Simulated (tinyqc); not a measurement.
Comparisons within one model: special k points of the hexagonal lattice. A value that a table varies takes the place of the one given here.

Lattice vectors in units of a: a1 = (1, 0), a2 = (-1/2, sqrt(3)/2); reciprocal vectors b_i with a_i . b_j = 2 pi delta_ij. Mesh: k = sum_i f_i b_i with f_i = (2 j_i + shift)/(2 N), j_i = 0 .. N-1. The point group of the lattice has 12 operations; only those that map the mesh onto itself are used.

A_m(k) = sum over the m-th star of lattice vectors R of cos(k . R), stars in order of length: m = 1: |R|^2 = 1, 6 vectors, such as (1, 1) in the basis a_i; m = 2: |R|^2 = 3, 6 vectors, such as (2, 1) in the basis a_i; m = 3: |R|^2 = 4, 6 vectors, such as (2, 2) in the basis a_i; m = 4: |R|^2 = 7, 12 vectors, such as (3, 2) in the basis a_i; m = 5: |R|^2 = 9, 6 vectors, such as (3, 3) in the basis a_i; m = 6: |R|^2 = 12, 6 vectors, such as (4, 2) in the basis a_i. The zone mean of every A_m is zero.

Test function, the lower band of a two-band insulator: E(k) = -sqrt(D^2 + (e0 - t A_1(k))^2).

Values chosen for the exercise: D = 2.28 eV (half gap term); t = 0.47 eV (coupling); e0 = 1.04 eV (offset); N = 4 (points along each reciprocal vector); shift = 0 (half steps).

## Mesh size and shift

Errors of the mean of E against the unshifted mesh with N = 96. The fifth column is |R|^2 of the shortest star with a non-zero mean.

Meshes:
```
mesh        points  irreducible  operations  |R|^2 missed  error (meV)
2 Gamma          4            2          12          4.00     -249.202
2 shifted        4            2           4          4.00       87.771
3 Gamma          9            3          12          9.00        2.951
3 shifted        9            4           4          9.00       -1.115
4 Gamma         16            4          12         16.00        3.528
4 shifted       16            6           4         16.00       -1.173
5 Gamma         25            5          12         25.00       -0.405
5 shifted       25            9           4         25.00        0.135
6 Gamma         36            7          12         36.00       -0.098
6 shifted       36           12           4         36.00        0.033
8 Gamma         64           10          12           >36        0.002
8 shifted       64           20           4           >36       -0.001
10 Gamma       100           14          12           >36        0.000
10 shifted     100           30           4           >36        0.000
```

reference mean = -2.73873 eV

What does this show, and why?

The shifted mesh has the smaller error for 6 of 7 values of N and the larger for 0; the rest agree at the printed digits. The cheapest mesh within 1 meV is 5 Gamma, with 5 irreducible points. A mesh misses the lattice vectors N (n1 a1 + n2 a2 + ...); the half shift gives each the sign (-1)^(n1 + n2 + ...), so the 6 shortest ones add up to -2 in place of 6. The shift lowers the symmetry; it leaves more irreducible points for N = 3, 4, 5, 6, 8 and 10.

## Gap and mesh density

D takes the values listed; errors against the unshifted mesh with N = 192, for unshifted meshes.

Errors (meV):
```
D (eV)  reference (eV)     N = 2    N = 4    N = 6  N = 8
0.2            -1.4153  -525.007  100.129  -21.269  6.862
0.4            -1.4741  -496.971   69.235  -12.964  3.323
0.8            -1.6587  -430.792   33.190   -4.202  0.637
1.5            -2.1168  -328.119   10.340   -0.612  0.037
2.5            -2.9266  -232.421    2.713   -0.063  0.001
4.0            -4.2853  -156.641    0.653   -0.005  0.000
```

How do the results move?

The first listed N from which the error stays below 0.5 meV is none for D = 0.2, none for D = 0.4, none for D = 0.8, 8 for D = 1.5, 6 for D = 2.5, 6 for D = 4 eV. A larger D makes the function smoother, so its Fourier coefficients fall faster with |R|.

## What moves the zone average

Mean of E over the mesh, and its error against the unshifted mesh with N = 96. Each row changes one parameter from the base and keeps the others.

Results:
```
case          mean (eV)  error (meV)  irreducible points
base            -2.7352         3.53                   4
N = 5           -2.7391        -0.41                   5
shift = 1       -2.7399        -1.17                   6
D = 1.596 eV    -2.1796         8.94                   4
t = 0.611 eV    -2.8817         7.41                   4
```

What can be read from the table?

The largest shifts from the base row, up to three for each result and ties (the steps differ in size, so this ranks the rows, not the parameters). mean (eV): D +0.5556, t -0.1465, shift -0.0047. error (meV): D +5.41, shift -4.70, N -3.93. irreducible points: shift +2, N +1; unchanged at the printed digits by D and t.

Computed by tinyqc, a small Python program: `OMP_NUM_THREADS=1 python tinyqc.py 1680977 1680978 out.jsonl` (the numbers bound the seed that draws the inputs); one thread of a shared host (Intel(R) Xeon(R) Processor @ 2.30GHz), about 0.08 s for the whole set of steps.
